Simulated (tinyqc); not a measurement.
Configuration-coordinate model of a defect: Huang-Rhys factor and luminescence line shape: one step, computed by the program tinyqc.

Ground state E_g(Q) = (1/2) omega_g^2 Q^2; excited state E_e(Q) = E_0 + (1/2) omega_e^2 (Q - dQ)^2 with omega_e = omega_g and E_0 = E_ZPL. Q is mass-weighted; the dipole does not depend on Q (Condon approximation).

Task: Crossing, radiative lifetime and thermal quenching. The curves cross at the root Q_c nearest dQ; the barrier is (1/2) omega_e^2 (Q_c - dQ)^2, with (1/2) omega^2 = (hbar omega)^2/(2 hbar^2/u). k_r = n_r omega^3 mu^2/(3 pi eps_0 hbar c^3) at the vertical emission energy, without local-field correction; k_nr = nu_0 exp(-barrier/k_B T) (Mott-Seitz); yield = k_r/(k_r + k_nr); T_1/2 = barrier/(k_B ln(nu_0/k_r)).

Inputs (values chosen for the exercise, for a model defect):

| quantity | value | unit |
|---|---|---|
| zero-phonon energy E_ZPL | 0.546 | eV |
| displacement dQ | 0.749 | u^(1/2) angstrom |
| ground-state phonon hbar omega_g | 14 | meV |
| temperature T | 120 | K |
| refractive index n_r | 3.27 | - |
| transition dipole mu | 0.92 | e angstrom |
| quenching prefactor nu_0 | 6e+11 | 1/s |

Modes: equal frequencies in both states.

vertical emission energy = 0.5328478 eV

Constants: hbar^2/u = 4.18015928e-03 eV angstrom^2; hbar = 6.582119569e-16 eV s; e = 1.602176634e-19 C; eps_0 = 8.8541878128e-12 F/m; hbar = 1.054571817e-34 J s; c = 299792458 m/s; k_B = 8.617333262e-05 eV/K.

Give: Q_c; classical barrier; radiative lifetime; luminescence yield; quenching temperature T_1/2.

Result:

Q_c = 15.92 u^(1/2) angstrom

classical barrier = 5.397 eV

radiative lifetime = 629.1 ns

luminescence yield = 1

quenching temperature T_1/2 = 4877 K

The barrier is so high that this route does not halve the yield below 1000 K. Caution: the curves cross far outside the range of the harmonic model, so the barrier and T_1/2 have no quantitative meaning.
